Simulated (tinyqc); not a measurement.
Worked calculation: sheet resistance of a shallow doped layer with concentration-dependent mobility and limited activation. Computed by tinyqc, a small Python program that keeps every step. Command: `OMP_NUM_THREADS=1 python tinyqc.py 3003375 3003376 out.jsonl irvin walk`. One thread of a shared host (Intel(R) Xeon(R) Processor @ 2.30GHz), about 0.03 s of CPU time with the checks. Intermediate numbers are printed to about 7 digits and carried at full precision; extremes and crossings named in words are read from the listed rows.

A layer of one dopant lies in a background of the opposite type. Current flows parallel to the surface down to the junction; depletion is ignored.

Inputs (values chosen for the exercise, modelled on arsenic in silicon):
```
quantity                          value        unit
surface concentration C_s       2.4e+19      1/cm^3
length l                            170          nm
tail abruptness                     5.9   nm/decade
background C_B                  2.7e+15      1/cm^3
mobility floor mu_min              51.9  cm^2/(V s)
mobility mu_max                    1420  cm^2/(V s)
reference density N_r          9.87e+16      1/cm^3
exponent alpha                    0.694           -
prefactor of the active limit   2.4e+22      1/cm^3
energy of the active limit        0.469          eV
anneal temperature T                800           C
```

Profile: box with exponential tail.

Constants: k_B = 8.617333262e-05 eV/K; e = 1.602176634e-19 C.

## Active limit and depths

C(x) = C_s for x < l and C_s 10^(-(x - l)/abruptness) beyond. Temperatures in kelvin are T(C) + 273.15. Active limit C_a = prefactor x exp(-energy/(k_B T)); the junction lies where C = C_B, and the profile exceeds C_a down to x_a (zero if C_s is below C_a). Slope at the junction in nm per decade = ln(10) C/|dC/dx|.

active limit C_a = 1.505466e+20 1/cm^3

junction depth x_j = 193.2982 nm

depth x_a = 0 nm

abruptness at the junction = 5.9 nm/decade

## Local values

Active density N = min(C, C_a); carriers n = N - C_B; mobility mu = mu_min + (mu_max - mu_min)/(1 + ((N + C_B)/N_r)^alpha). Conductivity e n mu. Depths are 0, 0.2, 0.4, 0.6, 0.8 and 0.95 of x_j.

Along the depth:
```
x (nm)      C (1/cm^3)    N (1/cm^3)  mu (cm^2/(V s))  conductivity (S/cm)
0.0000    2.400000e+19  2.400000e+19          81.4655             313.2178
38.6596   2.400000e+19  2.400000e+19          81.4655             313.2178
77.3193   2.400000e+19  2.400000e+19          81.4655             313.2178
115.9789  2.400000e+19  2.400000e+19          81.4655             313.2178
154.6386  2.400000e+19  2.400000e+19          81.4655             313.2178
183.6333  1.173503e+17  1.173503e+17         689.5392              12.6661
```

## Sheet resistance

Integrals from 0 to x_j, where C = C_B (Gauss-Legendre, 60 points on each smooth piece; 1 nm = 1e-7 cm): dose int C dx, carriers int n dx, mean mobility int n mu dx/int n dx, R_s = 1/(e int n mu dx).

chemical dose = 4.141489e+14 1/cm^2

sheet carrier density = 4.140967e+14 1/cm^2

mean mobility = 82.12167 cm^2/(V s)

sheet resistance R_s = 183.5397 ohm/square

carriers per dopant atom = 0.9998740

product R_s x_j = 35477.89 ohm nm

A box at the active limit as deep as x_j would give 35.6 ohm/square, the least this anneal allows at that depth.

## Raising the surface concentration at fixed length

The last column drops the active limit.

Layers:
```
C_s (1/cm^3)  x_j (nm)  dose (1/cm^2)  mean mu (cm^2/(V s))  R_s (ohm/square)  R_s if all active
1.00e+18      185.1550   1.725554e+13              282.4587          1284.299       1.284299e+03
3.00e+18      187.9700   5.176801e+13              170.5985           707.423       7.074226e+02
1.00e+19      191.0550   1.725616e+14              106.2475           340.531       3.405308e+02
3.00e+19      193.8700   5.176863e+14               77.8831           154.819       1.548187e+02
1.00e+20      196.9550   1.725623e+15               63.3207            57.123       5.712304e+01
2.00e+20      198.7310   3.451246e+15               60.5214            39.532       3.065726e+01
5.00e+20      201.0789   8.628116e+15               60.5184            39.005       1.299463e+01
1.00e+21      202.8550   1.725623e+16               60.5162            38.616       6.669176e+00
2.00e+21      204.6310   3.451247e+16               60.5140            38.235       3.390176e+00
```

R_s falls as C_s^-0.54 between the first rows and as C_s^-0.01 between the last. Below C_a = 1.5e20 the exponent is set by the mobility, which drops from 282 towards mu_min. Above C_a extra dose only widens the clipped region: in the last row R_s is 11.28 times the fully active value. Caution: in rows with more than about 2e20 active atoms per cm^3 measured mobilities fall further than this form.

Checks made by the program: sheet conductance against adaptive quadrature (relative difference below 1e-10).
